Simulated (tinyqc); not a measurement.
Lossy on-chip transmission line with skin effect: two steps of the calculation.

A uniform line in a homogeneous dielectric: c = sqrt(er)/(c0 Z0), l = Z0 sqrt(er)/c0 (c0 = 299792458 m/s), g = w c td, w = 2 pi f. The resistance joins its limits as r = sqrt(r_dc^2 + r_hf^2), with r_dc = rho/(wd th), r_hf = kr rho/(2 delta (wd + th)), delta = sqrt(rho/(pi f mu0)), mu0 = 4 pi 1e-7 H/m; this is an interpolation, and internal inductance, up to 0.05 nH/mm at low frequency, is neglected.

Values chosen for this exercise:
```
symbol  value     unit                                  meaning
wd        1.8       um                       width of the strip
th        1.2       um                   thickness of the strip
rho         2  uohm cm                              resistivity
er          3                             relative permittivity
td      0.005                                      loss tangent
Z0         45      ohm             lossless impedance sqrt(l/c)
kr          2           factor for crowding and the return path
len      0.67       mm                                   length
f         2.3      GHz                                frequency
```

Problem 1. Line constants. delta, r_dc, r_hf, r, l, c and g as defined.

Give: delta; r_dc; r_hf; r; l; c; g.

Solution 1.

delta = 1.4841 um
r_dc = 9.2593 ohm/mm
r_hf = 4.4920 ohm/mm
r = 10.291 ohm/mm
l = 0.25999 nH/mm
c = 128.39 pF/m
g = 0.0092769 S/m

r is 1.11 times r_dc; the skin depth is 1.24 of the thickness.

Problem 2. Propagation constant and impedance. gamma = sqrt((r + i w l)(g + i w c)) = alpha + i beta, Zc = sqrt((r + i w l)/(g + i w c)), roots with positive real part; loss 8.685889638 alpha in dB; phase velocity w/beta.

r = 10.291343 ohm/mm
l = 0.25998748 nH/mm
c = 128.38888 pF/m
g = 0.0092769479 S/m

Find: gamma len; Zc; loss; phase velocity over c0; r/(w l).

Solution 2.

gamma len = 0.054948+0.078139i
Zc = 63.077-43.887i ohm
loss = 0.71235 dB/mm
phase velocity over c0 = 0.41333
r/(w l) = 2.7391

r exceeds w l, so the line behaves mainly as an RC line at this frequency.

Program tinyqc, `OMP_NUM_THREADS=1 python tinyqc.py 2810104 2810105 out.jsonl`; Intel Xeon 2.30GHz, shared host, one thread, about 0.01 s.
